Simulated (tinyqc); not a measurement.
Estimate of lattice thermal conductivity from elastic moduli (Slack, Klemens and Cahill formulas): one step, computed by the program tinyqc. Command: `OMP_NUM_THREADS=1 python tinyqc.py 3001031 3001032 out.jsonl slack walk`. One thread of a shared host (Intel(R) Xeon(R) Processor @ 2.30GHz), about 0.01 s of CPU time with the checks.

An isotropic solid.

Problem. Point defects and grains. High-temperature forms with the classical heat capacity. Klemens: kappa/kappa_0 = arctan(u)/u, u^2 = pi^2 Theta V Gamma kappa_0/(h v_m^2). Grains: 1/kappa_poly = 1/kappa + 1/(C v_m d/3), C = 3 k_B/(n V), the acoustic branches alone.

Inputs (values chosen for the exercise, for a model crystal): volume per atom V = 30.8 angstrom^3; atoms per primitive cell n = 4; temperature T = 400 K; disorder parameter Gamma = 0.012; grain size d = 14000 nm.

Grueneisen parameter: from the Poisson ratio.

kappa of the perfect crystal = 204.4943 W/(m K)

Debye temperature Theta = 1057.086 K

v_m = 11129.71 m/s

Constants: h = 6.62607015e-34 J s; k_B = 1.380649e-23 J/K.

Give: disorder scale u; kappa with point defects; grain-boundary limit; kappa of the polycrystal.

Solution.

disorder scale u = 3.100

kappa with point defects = 83.04 W/(m K)

grain-boundary limit = 17462 W/(m K)

kappa of the polycrystal = 82.65 W/(m K)

Point defects remove 59 % of kappa. Grains remove a further 0 %. Caution: T lies below Theta_a, where umklapp processes begin to freeze out and the Slack formula can fall short.
